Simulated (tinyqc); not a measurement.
# Anisotropic elasticity and sound waves of a cubic crystal, step by step

A worked calculation. Computed by tinyqc, a small Python program that keeps every step. Command: `OMP_NUM_THREADS=1 python tinyqc.py 3031065 3031066 out.jsonl cubicelastic walk`. One thread of a shared host (Intel(R) Xeon(R) Processor @ 2.30GHz), about 0.01 s of CPU time with the checks. Intermediate numbers are printed to about 6 digits and carried at full precision; extremes and crossings named in words are read from the listed rows.

Voigt order 1..6 = xx, yy, zz, yz, xz, xy, with engineering shear strains. The rotated frame has x' as named, z' along the wafer normal and y' = z' x x'.

Inputs (values chosen for the exercise, modelled on titanium nitride):

| quantity | value | unit |
|---|---|---|
| C11 | 613.9 | GPa |
| C12 | 163.1 | GPa |
| C44 | 162.6 | GPa |
| density rho | 5.366 | g/cm^3 |
| expansion coefficient of the film | 9.2 | ppm/K |
| expansion coefficient of the substrate | 4.2 | ppm/K |
| cooling Delta T | 100 | K |

Frame: (112) wafer, x' along [1-10].

wave normal (not normalised): 2  3.5  3.2

## Compliances and anisotropy

S11 = (C11 + C12)/D, S12 = -C12/D, D = (C11 - C12)(C11 + 2 C12), S44 = 1/C44. Zener ratio A = 2 C44/(C11 - C12); S0 = S11 - S12 - S44/2; H = 2 C44 + C12 - C11.

S11 = 1.83342 1/TPa

S12 = -0.384854 1/TPa

S44 = 6.15006 1/TPa

Zener ratio A = 0.721384

S0 = -0.856752 1/TPa

H = -125.6 GPa

## Stiffness in the rotated frame

direction cosines a (rows x', y', z' in the cube axes):
```
           x          y          z
x'  0.707107  -0.707107   0.000000
y'  0.577350   0.577350  -0.577350
z'  0.408248   0.408248   0.816497
```

C'_ijkl = C12 delta_ij delta_kl + C44 (delta_ik delta_jl + delta_il delta_jk) - H sum_m a_im a_jm a_km a_lm.

C' (GPa):
```
         1        2        3        4        5        6
1  551.100  204.967  184.033   29.604    0.000    0.000
2  204.967  530.167  204.967    0.000    0.000    0.000
3  184.033  204.967  551.100  -29.604    0.000    0.000
4   29.604    0.000  -29.604  204.467    0.000    0.000
5    0.000    0.000    0.000    0.000  183.533   29.604
6    0.000    0.000    0.000    0.000   29.604  204.467
```

Normal stress couples to shear strain in this frame.

## Moduli along the axes of the frame

Invert C' to S'. E along x' = 1/S'11, along y' = 1/S'22; Poisson ratios nu(x'y') = -S'12/S'11 and nu(x'z') = -S'13/S'11; in-plane shear modulus 1/S'66.

E along x' = 442.126 GPa

E along y' = 415.871 GPa

nu(x'y') = 0.296418

nu(x'z') = 0.233286

in-plane shear modulus = 199.691 GPa

E differs between x' and y' by +6.3 %.

## Thermal stress in a film with this orientation

On cooling, a thick substrate imposes eps_1 = eps_2 = (alpha_film - alpha_substrate) Delta T and eps_6 = 0; the free surface sets sigma_3 = sigma_4 = sigma_5 = 0, which fixes eps_3, eps_4, eps_5. Biaxial modulus M = (sigma_1 + sigma_2)/(2 eps); energy density M eps^2. Elastic response and constant coefficients are assumed.

in-plane strain = 0.5 per mille

elastic strain along the normal = -0.359616 per mille

stress along x' = 308.167 MPa

stress along y' = 293.857 MPa

biaxial modulus M = 602.025 GPa

energy density = 0.150506 MJ/m^3

The film ends in tension. Caution: the thermal stress of this film exceeds 200 MPa, which can relax by slip, cracking or buckling in a real film.

## Sound waves along the wave normal

In the cube axes, with unit normal n: G_ij = (C12 + C44) n_i n_j + (C44 - H n_i^2) delta_ij, eigenvalues rho v^2, eigenvectors u (columns, largest component positive). Group velocity V_i = [(C12 + C44)(u.n) u_i + C44 n_i - H u_i^2 n_i]/(rho v); its angle to n has cosine v/|V|.

Christoffel matrix (GPa):
```
         x        y        z
x  230.746   86.066   78.689
y   86.066  371.299  137.706
z   78.689  137.706  337.055
```

phase velocities (m/s): 5891.9  6337.6  10006.5

polarisations:
```
        slow       fast  longitudinal
x   0.932808   0.058909      0.355525
y  -0.223531  -0.679251      0.699036
z  -0.282670   0.731538      0.620443
```

group speeds (m/s): 6080.9  6376.0  10019.9

angles between V and n (degree): 14.3245  6.2868  2.9609

Energy flows off the wave normal by up to 14.3 degrees, for the slow transverse wave.

## Polycrystal bounds against single-crystal directions

B = (C11 + 2 C12)/3; Voigt G = (C11 - C12 + 3 C44)/5; Reuss G = 5/(4 (S11 - S12) + 3 S44); Hill is their mean; E = 9BG/(3B + G), nu = (3B - 2G)/(6B + 2G). Along <hkl>, with g = 0, 1/4, 1/3: 1/E = S11 - 2 S0 g; for a film with that normal C33 = C11 + 2 H g and M = [6B - (3B - C33) - (3B - C33)^2/C33]/2.

bulk modulus B = 313.367 GPa

Averages:

| average | G (GPa) | E (GPa) | nu |
|---|---|---|---|
| Voigt | 187.720 | 469.425 | 0.250332 |
| Reuss | 182.994 | 459.532 | 0.255594 |
| Hill | 185.357 | 464.489 | 0.252958 |

Directions:

| direction | E (GPa) | biaxial modulus M (GPa) |
|---|---|---|
| <100> | 545.427 | 690.336 |
| <110> | 442.126 | 608.310 |
| <111> | 415.871 | 576.650 |

The bounds on G differ by 2.6 %, while E varies by a factor 1.31 with direction; with A below 1 the stiffest axis is <100>. Under a fixed mismatch strain, grains with a <111> normal store the least energy.

Checks made by the program: E along x' against 1/E = S11 - 2 S0 (l^2 m^2 + m^2 n^2 + n^2 l^2) (relative difference below 1e-10).
